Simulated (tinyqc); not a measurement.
## Trap density from one capacitance

Problem. Traps spread evenly through the insulator exchange electrons with the semiconductor by tunnelling, with tau(x) = t0 exp(2 ka x) at depth x from the interface. The admittance per area Y seen at depth x obeys dY/dx = -Y^2/(i w eps0 eox) + q Nb ln(1 + i w tau)/tau, with Y(0) = i w Cs and w = 2 pi f; the gate sees Y(tox) = G + i w C. Working variable y = Y/(i w), in uF/cm^2. Cox = eps0 eox/tox. Find Nb and G/w.

Inputs (values chosen for the exercise):
- eox = 8.45 (relative permittivity of the insulator)
- tox = 10 nm (insulator thickness)
- Cs = 3.7 uF/cm^2 (semiconductor capacitance in accumulation)
- ka = 5.7 1/nm (decay constant of the wave function in the insulator)
- t0 = 4e-10 s (time constant of a trap at the interface)
- f = 100 Hz (frequency)

Constants: q = 1.602176634e-19 C, eps0 = 8.8541878128e-14 F/cm where lengths are in cm. Results are converted to the units shown.

C = 0.66579419 uF/cm^2

Answer. C rises steadily with Nb, so one density matches; in practice ka and t0 must come from the frequency dependence.

Nb = 4.50e19 cm^-3 eV^-1
G/w = 0.00559 uF/cm^2

Program tinyqc, `OMP_NUM_THREADS=1 python tinyqc.py 2202210 2202211 out.jsonl`; Intel Xeon 2.30GHz, shared host, one thread, about 0.6 s.
